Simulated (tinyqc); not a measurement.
Screening length from the swing.

Question. In a simple model of a Schottky-barrier transistor a barrier thinner than d = 4.8 nm is transparent, so the effective barrier is pn - psi (1 - exp(-d/lam)) and the swing beyond flat band is Vt ln 10/(1 - exp(-d/lam)). Find the thermionic swing, lam, and the effective barrier at psi = 0.2 V.

Parameters, values chosen for the exercise: temperature T = 300 K; barrier for electrons at both contacts pn = 0.19 eV.

Constants: q = 1.602176634e-19 C, kB = 1.380649e-23 J/K, Vt = kB T/q. Results are converted to the units shown.

swing in the tunnelling range = 64.699338 mV/decade

Answer. The ratio of the two swings is 1 - exp(-d/lam).

Vt ln 10 = 59.5 mV/decade
lam = 1.90 nm
effective barrier = 0.00599 eV

Program tinyqc, `OMP_NUM_THREADS=1 python tinyqc.py 2390125 2390126 out.jsonl`; Intel Xeon 2.30GHz, shared host, one thread, about 0.2 s.
